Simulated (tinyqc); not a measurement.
Five-frequency model of solute diffusion by vacancies in an fcc metal: one step, computed by the program tinyqc.

A vacancy next to the solute exchanges with it (w2), jumps to one of 4 sites that also neighbour the solute (w1) or to one of 7 that do not (w3); w4 is the reverse of w3 and w0 the host jump.

Problem. Diffusivities. c_v = exp(S_f - E_f/(k_B T)); host D0 = a^2 c_v w0 x 0.7815; solute D2 = a^2 c_v exp(E_b/(k_B T)) w2 f2; 1 angstrom^2 = 1e-16 cm^2.

Inputs (values chosen for the exercise, for a model solute in a host close to nickel):

| quantity | value | unit |
|---|---|---|
| binding energy E_b (positive for attraction) | -0.028 | eV |
| vacancy formation energy E_f | 1.72 | eV |
| formation entropy S_f | 1.5 | k_B |
| lattice constant a | 3.52 | angstrom |
| temperature T | 871 | K |

rates (1/s): w0 1.088313e+07, w1 989095.8, w2 8337387, w3 1.276992e+07, w4 8793763

correlation factor f2 = 0.8092137

Constants: k_B = 8.617333262e-05 eV/K.

Give: vacancy fraction c_v; host diffusivity D0; solute diffusivity D2; ratio D2/D0.

Solution.

vacancy fraction c_v = 5.002e-10

host diffusivity D0 = 5.272e-18 cm^2/s

solute diffusivity D2 = 2.880e-18 cm^2/s

ratio D2/D0 = 0.5463

The ratio splits into binding 0.689, exchange rate 0.766 and correlation 1.04.
